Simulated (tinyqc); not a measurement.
# Vacuum evaporation: vapour pressure, source flux, thickness distribution, purity and step coverage, step by step

A worked calculation. Computed by tinyqc, a small Python program that keeps every step. Command: `OMP_NUM_THREADS=1 python tinyqc.py 3112192 3112193 out.jsonl evap walk`. One thread of a shared host (Intel(R) Xeon(R) Processor @ 2.30GHz), about 0.01 s of CPU time with the checks. Intermediate numbers are printed to about 5 digits and carried at full precision; extremes and crossings named in words are read from the listed rows.

Molecular flow, unit sticking of the metal, no re-evaporation. The background gas is taken as water vapour (18.015 g/mol, collision diameter 0.37 nm) at 300 K.

Inputs (values chosen for the exercise, modelled on nickel, with constants for the liquid):
```
quantity                          value    unit
molar mass M                      58.69   g/mol
film density rho                    8.9  g/cm^3
vapour-pressure constant A        11.71       -
vapour-pressure constant B        20730       K
source temperature T               1680       K
source area                        0.47    cm^2
directionality n                      2       -
source-to-wafer distance h           64      cm
wafer radius R                      2.5      cm
source offset from the axis s/h    0.83       -
background pressure p            0.0001      Pa
sticking of background gas          0.2       -
aspect ratio of a trench            2.5       -
```

Constants: u = 1.6605390666e-27 kg; k_B = 1.380649e-23 J/K; R = 8.314462618 J/(mol K).

## Vapour pressure and flux

log10(p_v/Pa) = A - B/T; flux from the surface Phi = p_v/sqrt(2 pi m k_B T), m = M u. Mass loss = Phi x area x m; heat of evaporation = ln(10) R B; d ln Phi/dT = ln(10) B/T^2 - 1/(2 T).

vapour pressure p_v = 0.23481 Pa

flux Phi = 1.9703e+17 1/(cm^2 s)

mass loss = 0.032489 g/h

heat of evaporation = 396.87 kJ/mol

change of flux per kelvin = 1.6614 %/K

Holding the rate to 1 % needs the temperature to about 0.60 K.

## Rate and uniformity on a fixed wafer above the source

A small source emits (n + 1) Phi area cos^n(phi)/(2 pi) per solid angle; on a parallel plane at height h and lateral distance l the arrival rate is (n + 1) Phi area/(2 pi h^2) x (1 + (l/h)^2)^(-(n + 3)/2). Growth rate = arrival rate x m/rho, m = M u. The wafer is fixed and centred above the source.

arrival rate at the centre = 1.0794e+13 1/(cm^2 s)

growth rate at the centre = 0.0011820 nm/s

edge over centre = 0.99620

non-uniformity (max - min)/(max + min) = 0.19059 %

share of the material that lands on the wafer, 1 - (1 + (R/h)^2)^(-(n + 1)/2) = 0.22845 %

## Offset source and rotation

Rotating wafer, source offset by s and facing upwards: thickness at radius r is the mean over the angle a of (1 + (r^2 + s^2 - 2 r s cos a)/h^2)^(-(n + 3)/2), by 360 equal steps; non-uniformity (max - min)/(max + min) over 21 radii from 0 to R.

centre thickness relative to an axial source = 0.26977

edge over centre, rotating = 1.0010

non-uniformity, rotating = 0.048163 %

## Choosing the offset

The curvature at the centre vanishes at s/h = sqrt(2/(n + 3)).

Against the offset:
```
s/h  centre thickness  edge over centre  non-uniformity (%)
0.0            1.0000            0.9962             0.19059
0.2            0.9066            0.9968             0.15865
0.4            0.6900            0.9983             0.08512
0.5            0.5724            0.9991             0.04590
0.6            0.4636            0.9998             0.01045
0.7            0.3690            1.0004             0.01918
0.8            0.2903            1.0008             0.04241
0.9            0.2269            1.0012             0.05955
1.1            0.1377            1.0016             0.07900
```

The best row, s/h = 0.6, has 0.010 % against 0.19 % on the axis, at the price of a rate lower by a factor 2.16; the small-wafer optimum is sqrt(2/(n + 3)) = 0.63.

## Scattering and purity

Mean free path lambda = k_B T_g/(sqrt2 pi d^2 p); unscattered share exp(-h/lambda); gas arrival p/sqrt(2 pi m_g k_B T_g); impurity ratio = sticking x gas arrival/metal arrival; monolayer time = 1e15 cm^-2/(sticking x gas arrival).

mean free path = 68.098 m

unscattered share = 0.99065

gas arrival rate = 3.5840e+14 1/(cm^2 s)

impurity ratio = 6.6404

monolayer time = 13.951 s

The gas that sticks amounts to more than a tenth of the metal, although few metal atoms scatter on the way: purity, not the free path, sets the vacuum needed. Caution: more gas than metal sticks, so a compound rather than a metal film would grow.

## A trench at the wafer edge

Fixed wafer, axial point source, trench running tangentially at r = R: the beam arrives at tan(a) = R/h. Shadowed share of the floor = aspect ratio x tan(a) (at most 1); the wall facing the source grows at tan(a) times the field rate, the other wall not at all.

angle a = 2.2370 degrees

shadowed share of the floor = 0.097656

wall over field thickness = 0.039062

Checks made by the program: share on the wafer by quadrature (relative difference below 1e-10).
